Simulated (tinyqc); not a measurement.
Length of a molecular wire: coherent transport through a tight-binding bridge. Computed by the program tinyqc. Command: `OMP_NUM_THREADS=1 python tinyqc.py 115912 115913 out.jsonl`; one thread of a shared host (Intel(R) Xeon(R) Processor @ 2.60GHz), about 1 s.

A uniform bridge between two chains:

| parameter | value |
|---|---|
| site energy (eV) | 0.300000 |
| hopping in the bridge (eV) | 0.480000 |
| lead hopping (eV) | 2.710000 |
| couplings (eV) | 0.83, 0.87 |
| E (eV) | 0.370000 |

T = Gamma_L Gamma_R |G_1n|^2 with the self-energies of semi-infinite chains.

Transmission against length:

| sites | T | ln T |
|---|---|---|
| 2 | 7.2529e-01 | -0.3212 |
| 3 | 9.7513e-01 | -0.0252 |
| 4 | 7.3967e-01 | -0.3015 |
| 5 | 9.4406e-01 | -0.0576 |
| 6 | 7.6221e-01 | -0.2715 |
| 7 | 9.0530e-01 | -0.0995 |
| 8 | 7.9226e-01 | -0.2329 |
| 9 | 8.6377e-01 | -0.1465 |
| 10 | 8.2859e-01 | -0.1880 |

E lies inside the band of the bridge (|E - e|/2h = 0.073 < 1): T does not decay but oscillates with length, between 0.725 and 0.975 here, as levels of the bridge pass E.
